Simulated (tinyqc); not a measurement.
Inside a calculation. Method: plane-wave Kohn-Sham cycle with exchange-only LDA in a layered model solid. One step of it, computed by the program tinyqc.

Problem. Iteration 1: levels at that k. Diagonalise the Hermitian matrix.

H (hartree), order -2, -1, +0, +1, +2:
$$\begin{pmatrix}
1.716347 & -0.215000 & 0.000000 & 0.000000 & 0.000000 \\
-0.215000 & 0.175826 & -0.215000 & 0.000000 & 0.000000 \\
0.000000 & -0.215000 & -0.337681 & -0.215000 & 0.000000 \\
0.000000 & 0.000000 & -0.215000 & 0.175826 & -0.215000 \\
0.000000 & 0.000000 & 0.000000 & -0.215000 & 1.716347
\end{pmatrix}$$

Give: eigenvalues.

Solution.

eigenvalues (hartree): [-0.483, 0.146, 0.291, 1.746, 1.747]
